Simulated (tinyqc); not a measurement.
# Hole mobility in a silicon inversion layer, empirical terms and Matthiessen rule: effect of the reverse body bias

Inversion layer of sheet density Ns on a uniformly doped body. The mobility terms are empirical power laws with prefactors chosen for the exercise; adding their inverses (Matthiessen) is itself an approximation.

ni = sqrt(Nc Nv) exp(-Eg/(2 Vt)), Eg in volts; Ndep = sqrt(2 eps0 eps_r Nb (2 Vt ln(Nb/ni) + Vsb)/q); E = q (Ndep + eta Ns)/(eps0 eps_r), in MV/cm. With t = T/(300 K): muC = Ac (Ns/1e12 cm^-2) t/(Nb/1e17 cm^-3 + Nit/1e11 cm^-2), muP = Ap E^(-1/3) t^(-1.75), muS = As E^(-gs); 1/mu is the sum of the inverses.

Inputs (values chosen for the exercise); material values close to those of silicon:
```
symbol,value,unit,meaning
T,350,K,temperature
Eg,1.12,eV,band gap
eps_r,11.5,,relative permittivity of the semiconductor
Nc,3.57e19,cm^-3,conduction-band density of states at T
Nv,3.3e19,cm^-3,valence-band density of states at T
Nb,1.8e18,cm^-3,body doping
eta,0.3333,,weight of the inversion charge in the effective field
Ap,132,cm^2/(V s),phonon-limited mobility at 1 MV/cm and 300 K
As,533,cm^2/(V s),roughness-limited mobility at 1 MV/cm
gs,1,,exponent of the roughness term
Ac,1300,cm^2/(V s),Coulomb prefactor
Nit,3.5e10,cm^-2,charge at the interface
Ns,1.1e12,cm^-2,inversion density
```

Constants: q = 1.602176634e-19 C, kB = 1.380649e-23 J/K, Vt = kB T/q, eps0 = 8.8541878128e-14 F/cm where lengths are in cm. Results are converted to the units shown.

The same in every row: muC (cm^2/(V s)) = 90.917.

Result of one run:
```
E (MV/cm),muP (cm^2/(V s)),muS (cm^2/(V s)),mu (cm^2/(V s))
1.3487,91.225,395.21,40.831
```

Which reverse body bias Vsb gave this result: 0, 1.2, 1.6, 2 or 2.4 V?

Vsb = 2 V.

The whole series:
```
Vsb (V),E (MV/cm),muP (cm^2/(V s)),muS (cm^2/(V s)),mu (cm^2/(V s))
0,0.78824,109.11,676.19,46.204
0.4,0.92963,103.27,573.35,44.590
0.8,1.0511,99.129,507.09,43.367
1.2,1.1593,95.945,459.78,42.379
1.6,1.2577,93.374,423.79,41.548
2,1.3487,91.225,395.21,40.831
2.4,1.4336,89.387,371.79,40.199
```

As Vsb goes from 0 to 2.4 V, E rises from 0.788 to 1.43 MV/cm and mu falls from 46.2 to 40.2 cm^2/(V s). The smallest term is the Coulomb one in the first row and the phonon one in the last.

tinyqc, about 0.01 s, one thread, Intel Xeon 2.30GHz (shared host): `OMP_NUM_THREADS=1 python tinyqc.py 2510042 2510043 out.jsonl`
